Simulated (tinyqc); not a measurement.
What each change does: band folding and unfolding in a supercell of a chain.

A chain with hopping -t and n = 2 sites a supercell. H(K) has v_j on the diagonal, -t between neighbours and -t exp(2 pi i K) on the bond that closes the cell (from the last site to the first of the next cell). The point K holds the n wave vectors k_m = (K + m)/n of the primitive zone, in 2 pi/a, m = 0 to n - 1, with E0 = -2t cos(2 pi k_m). The unfolding weight of a state c on k_m is |sum_j c_j exp(-2 pi i k_m j)|^2/n, j = 0 to n - 1.

Values chosen for the exercise:
```
symbol  value          unit        meaning
t       1              eV          hopping
v       (-0.11, 0.11)  eV          site energies in the supercell
Kq      0.21           2 pi/(n a)  wave vector in the small zone
```

The two lowest levels at K and the weight of the lowest on k_0.

One parameter was then changed.

Results before and after:
```
case     level 1 (eV)  level 2 (eV)  weight
base          -1.5841        1.5841  0.9988
changed       -1.7418        1.7418  0.9990
```

Which of these changes was made? (a) Kq = 0.395 2 pi/(n a); (b) t = 1.1 eV; (c) v = (0.11, -0.11) eV.
Answer: (b) t = 1.1 eV. Of the candidates, run in turn, only this one gives the changed row.

All candidates:
```
case                   level 1 (eV)  level 2 (eV)  weight
base                        -1.5841        1.5841  0.9988
t = 1.1 eV                  -1.7418        1.7418  0.9990
v = (0.11, -0.11) eV        -1.5841        1.5841  0.9988
Kq = 0.395 2 pi/(n a)       -0.6571        0.6571  0.9929
```

tinyqc: `OMP_NUM_THREADS=1 python tinyqc.py 1451270 1451271 out.jsonl`; about 0.01 s, one thread, shared Intel(R) Xeon(R) Processor @ 2.30GHz.
